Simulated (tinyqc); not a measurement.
## Admittance spectroscopy of a deep trap: admittance against temperature

Schottky contact on an n-type layer with shallow donors Nd (all ionised) and a donor-like deep trap, neutral when filled and positive when empty; depletion approximation. Traps within lam of the depletion edge stay filled. The traps at xt = W - lam, where the level crosses the Fermi level, follow a slow signal and not a fast one. w = 2 pi f.

Emission rate en = sn vth(T) Nc(T) exp(-Et/kB T) = sn g T^2 exp(-Et/kB T), g = vth Nc/(300 K)^2, as vth goes as T^0.5 and Nc as T^1.5 (degeneracy factor 1). lam = sqrt(2 eps0 eps_r (EF - ET)/(q Nd)), EF - ET = Et - (kB T/q) ln(Nc(T)/Nd), Nc(T) = Nc (T/300 K)^1.5. In the steady state at the band bending V, 2 eps0 eps_r V/q = Nd W^2 + Nt (W - lam)^2 (the second term only if W > lam). V = Vbi + Vr. C_HF = eps0 eps_r/W, C_LF = eps0 eps_r (Nd + Nt)/(Nd W + Nt xt). Inflection frequency w0 = 2 en [1 + Nt xt/(Nd W)]; C = C_HF + (C_LF - C_HF)/(1 + (w/w0)^2), G/w = (C_LF - C_HF)(w/w0)/(1 + (w/w0)^2).

Values chosen for this exercise; material values those of a made-up semiconductor:
- eps_r = 10.8 (relative permittivity)
- Nc = 1.52e19 cm^-3 (conduction-band density of states at 300 K)
- vth = 1.8e7 cm/s (thermal velocity at 300 K)
- Nd = 7.2e14 cm^-3 (shallow donor density)
- Vbi = 1.22 V (built-in voltage)
- Et = 0.6 eV (depth of the trap below the conduction edge)
- sn = 3.7e-15 cm^2 (capture cross-section)
- Nt = 4.3e14 cm^-3 (trap density)
- Vr = 1.2 V (reverse bias)
- f = 920 Hz (signal frequency)

Constants: q = 1.602176634e-19 C, kB = 1.380649e-23 J/K, eps0 = 8.8541878128e-14 F/cm where lengths are in cm. Results are converted to the units shown.

Result of one run:

| T (K) | w0/(2 pi) (Hz) | C (nF/cm^2) | G/w (nF/cm^2) |
|---|---|---|---|
| 397 | 18886 | 6.1491 | 0.039729 |

What becomes of these results when the temperature T is changed from 397 to 314 K, all else the same?

Result of the changed run:

| T (K) | w0/(2 pi) (Hz) | C (nF/cm^2) | G/w (nF/cm^2) |
|---|---|---|---|
| 314 | 112.09 | 5.2674 | 0.11275 |

The whole series:

| T (K) | w0/(2 pi) (Hz) | C (nF/cm^2) | G/w (nF/cm^2) |
|---|---|---|---|
| 286 | 10.538 | 5.2311 | 0.011176 |
| 300 | 36.233 | 5.2436 | 0.037660 |
| 314 | 112.09 | 5.2674 | 0.11275 |
| 328 | 316.22 | 5.3629 | 0.28283 |
| 342 | 822.66 | 5.6784 | 0.44743 |
| 356 | 1992.3 | 6.0170 | 0.33506 |
| 369 | 4278.1 | 6.1271 | 0.17698 |
| 383 | 9221.8 | 6.1498 | 0.082938 |
| 397 | 18886 | 6.1491 | 0.039729 |
| 411 | 36939 | 6.1434 | 0.019778 |
| 425 | 69309 | 6.1367 | 0.010231 |

G/w goes from 0.0112 through a maximum of 0.447 (at T = 342 K among the rows listed) to 0.0102 nF/cm^2, where w0 passes the signal: w0/(2 pi) rises from 10.5 to 69300 Hz. C goes from 5.23 through a maximum of 6.15 (at T = 383 K among the rows listed) to 6.14 nF/cm^2.

tinyqc, about 0.01 s, one thread, Intel Xeon 2.30GHz (shared host): `OMP_NUM_THREADS=1 python tinyqc.py 2050158 2050159 out.jsonl`
